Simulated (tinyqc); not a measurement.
Three programmes: liquidus of a compound AB in a simple-solution melt, liquid-phase epitaxy and vapour pressures. Computed by tinyqc, a small Python program. Command: `OMP_NUM_THREADS=1 python tinyqc.py 3013848 3013849 out.jsonl liq35 walk`. One thread of a shared host (Intel(R) Xeon(R) Processor @ 2.30GHz), about 0.04 s of CPU time with the checks.

x is the atom fraction of B in the melt. The melt is a simple solution: R T ln gamma_B = W (1 - x)^2, R T ln gamma_A = W x^2, W = a + b T. The solid AB is stoichiometric.

Inputs (values chosen for the exercise, modelled on InAs for the melt):
```
quantity                        value       unit
melting point T_F                1215          K
entropy of fusion S_F            62.5  J/(mol K)
interaction a                      17     kJ/mol
interaction slope b               -42  J/(mol K)
saturation temperature T          979          K
step dT                           5.5          K
cooling rate c                    0.2      K/min
diffusivity in the melt D     2.1e-05     cm^2/s
molar volume of the melt V_L       17   cm^3/mol
lattice constant a0             6.058   angstrom
melt depth w                      9.8         mm
```

Constants: R = 8.314462618 J/(mol K); N_A = 6.02214076e+23 1/mol; k_B = 8.617333262e-05 eV/K.

Method:
- Liquidus (Vieland): f(x) = R T ln[4 x (1 - x)] + 2 W (1/2 - x)^2 + S_F (T_F - T) = 0.
- Newton steps with f' = (1 - 2x)[R T/(x (1 - x)) - 2 W], from the dilute estimate x = (1/4) exp[-(S_F (T_F - T) + W/2)/(R T)]; stop below 1e-13; f under 1e-6 shown as 0.
- dx/dT = -(df/dT)/f', df/dT = R ln[4 x (1 - x)] + 2 b (1/2 - x)^2 - S_F, f' = (1 - 2x)[R T/(x (1 - x)) - 2 W]. Concentrations: C_L = x N_A/V_L in the melt, C_S = 4/a0^3 in the solid; m = dT/dC_L.
- Semi-infinite melt (Hsieh): step d = 2 dT sqrt(D t/pi)/(C_S m); ramp d = (4/3) c sqrt(D/pi) t^(3/2)/(C_S m); supercooling is their sum. A melt of depth w can give at most w (undercooling)/(C_S m).

C_S = 1.79917e+22 1/cm^3

slope m = 3.43811e-20 K cm^3

dx/dT = 8.21066e-04 1/K

solubility x = 0.112144

Thickness (micrometre):
```
t (min)    step        ramp  supercooling  sqrt(D t) (mm)
0.2       1.593  7.7220e-03         1.600          0.1587
0.5       2.518  3.0524e-02         2.549          0.2510
1.0       3.561  8.6335e-02         3.648          0.3550
2.0       5.036  2.4419e-01         5.281          0.5020
5.0       7.963  9.6525e-01         8.929          0.7937
10.0     11.262  2.7302e+00        13.992          1.1225
20.0     15.927  7.7220e+00        23.649          1.5875
```

What follows from these numbers?

Step cooling goes as t^(1/2), ramp cooling as t^(3/2); they are equal at t = 3 dT/(2 c) = 41.2 min. The local exponent of their sum runs from 0.51 to 0.76. Rows with sqrt(D t) above about half the depth of 9.8 mm are overestimates.
